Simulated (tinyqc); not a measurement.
# In-plane mass from two subband densities

Question. At zero temperature each occupied subband holds N_k = D (EF - E_k), D = md m0 q/(pi hbar^2) per eV. Two subbands are occupied. Find md, EF - E1 and EF - E2.

Constants: q = 1.602176634e-19 C, hbar = 1.054571817e-34 J s, m0 = 9.1093837015e-31 kg. Results are converted to the units shown.

N1, N2 (cm^-2): 2.3965087e12  1.7e11
E2 - E1 = 26 meV

Answer. N1 - N2 = D (E2 - E1) gives D and so md; each N_k/D is a distance to EF.

md = 0.2050 m0
EF - E1 = 27.99 meV
EF - E2 = 1.985 meV

Numbers from tinyqc (`OMP_NUM_THREADS=1 python tinyqc.py 2140003 2140004 out.jsonl`; about 0.1 s on one thread of a shared Intel Xeon 2.30GHz).
